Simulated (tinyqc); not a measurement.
Mass and degeneracy from charge and saturation current.

Question. At high drain voltage only states moving towards the drain are filled: n = (N0/2) F_0(eta), N0 = gv m kB T/(pi hbar^2), F_0(x) = ln(1 + exp x), and I = q (N0/2) vT F_(1/2)(eta) per width, vT = sqrt(2 kB T/(pi m)), F_(1/2)(x) = (2/sqrt(pi)) int_0^infinity u^(1/2)/(1 + exp(u - x)) du. Find eta and m.

Inputs (values chosen for the exercise): temperature T = 300 K; valley degeneracy gv = 4.

Constants: q = 1.602176634e-19 C, kB = 1.380649e-23 J/K, hbar = 1.054571817e-34 J s, m0 = 9.1093837015e-31 kg. Results are converted to the units shown.

n = 1.3185560e12 cm^-2
I = 354.67861 uA/um

Solution. The mass drops out of I^2/(q^2 n) = gv (kB T)^2 F_(1/2)^2/(pi^2 hbar^2 F_0), which rises with eta and so fixes it; n then gives m.

eta = -0.400
m = 0.119 m0

tinyqc, about 0.01 s, one thread, Intel Xeon 2.30GHz (shared host): `OMP_NUM_THREADS=1 python tinyqc.py 2400068 2400069 out.jsonl`
